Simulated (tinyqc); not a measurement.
# Scale length and barrier from the threshold roll-off

Inverse problem. For L well above Lambda the threshold falls by 2 m sqrt(A (A + Vds)) exp(-pi L/(2 Lambda)), A being the height of the source potential over the barrier top; the two values follow this form. Find Lambda and A.

Inputs (values chosen for the exercise):
```
symbol  value  unit                   meaning
m           1        long-channel body factor
Vds       0.5     V             drain voltage
```

threshold lowering at L = 29 and 46 nm (mV): 42.978874  6.6972660

Answer. The ratio of the two values gives Lambda; the prefactor gives A (A + Vds), a quadratic with one positive root.

Lambda = 14.36 nm
A = 0.3200 V

Numbers from tinyqc (`OMP_NUM_THREADS=1 python tinyqc.py 2420160 2420161 out.jsonl`; about 0.01 s on one thread of a shared Intel Xeon 2.30GHz).
